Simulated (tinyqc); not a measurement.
Regular and subregular solution with a miscibility gap: one step, computed by the program tinyqc.

Per mole of mixing sites: G(x) = x (1 - x) [L0 + L1 (1 - 2x)] + R T [x ln x + (1 - x) ln(1 - x)], x the fraction of B.

Task: First Newton step for the common tangent. G' = L0 (1 - 2x) + L1 (1 - 6x + 6x^2) + R T ln[x/(1 - x)]; G'' = -2 L0 - 6 L1 (1 - 2x) + R T/[x (1 - x)]. Common tangent: F1 = G'(x1) - G'(x2) = 0 and F2 = [G - x G'](x1) - [G - x G'](x2) = 0. Newton step: J = [[G''(x1), -G''(x2)], [-x1 G''(x1), x2 G''(x2)]], J dx = -F; a step that would leave 0 < x < 1 is halved until it stays inside. The start is x1 = s0, x2 = 1 - s0.

Inputs (values chosen for the exercise, for a model alloy): asymmetry L1 = 0 kJ/mol; temperature T = 230 K; start value s0 = 0.01.

L0 = 8.74 kJ/mol

Constants: R = 8.314462618 J/(mol K).

Give: F; J; new (x1, x2).

Result:

F (kJ/mol): F1 -0.4443, F2 0.2222

J (kJ/mol):
```
       1       2
1  175.7  -175.7
2   -1.8   173.9
```

new (x1, x2): 0.0113  0.9887
